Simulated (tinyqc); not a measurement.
# Gate voltage for a given inversion charge

Inverse problem. p-type body, charge-sheet picture, depletion and inversion only, full ionisation (an idealisation for deep acceptors), Boltzmann statistics (rough once Na exp(x - xn) passes about Nc/7). In units of Vt: xg = (Vg - Vfb)/Vt, x = psi/Vt, G = gamma/sqrt(Vt), xn = (2 phiF + Vc)/Vt. The implicit equation is (xg - x)^2 = G^2 [x - 1 + exp(x - xn)] for x above about 3. Cox = eps0 eox/tox. ni = sqrt(Nc Nv) exp(-Eg/(2 Vt)), Eg in volts; phiF = Vt ln(Na/ni); gamma = sqrt(2 q eps0 eps_r Na)/Cox. N_inv = (Cox Vt G/q) [sqrt(x - 1 + exp(x - xn)) - sqrt(x - 1)]. Find x - xn, psi and Vg.

Values chosen for this exercise; band and dielectric values close to those of silicon: temperature T = 400 K; band gap Eg = 1.11 eV; relative permittivity eps_r = 11.7; conduction-band density of states at T Nc = 4.34e19 cm^-3; valence-band density of states at T Nv = 4.05e19 cm^-3; relative permittivity of the gate insulator (close to silicon dioxide) eox = 3.9; insulator thickness tox = 1.4 nm; acceptor density Na = 1.2e18 cm^-3; flat-band voltage Vfb = -0.8 V; channel-body voltage Vc = 0.2 V.

Constants: q = 1.602176634e-19 C, kB = 1.380649e-23 J/K, Vt = kB T/q, eps0 = 8.8541878128e-14 F/cm where lengths are in cm. Results are converted to the units shown.

N_inv = 1.1e10 cm^-2

Answer. N_inv rises steadily with x, so it fixes x; the implicit equation then gives xg directly.

x - xn = -1.84
psi = 1.00 V
Vg = 0.454 V

Numbers from tinyqc (`OMP_NUM_THREADS=1 python tinyqc.py 2122110 2122111 out.jsonl`; about 0.01 s on one thread of a shared Intel Xeon 2.30GHz).
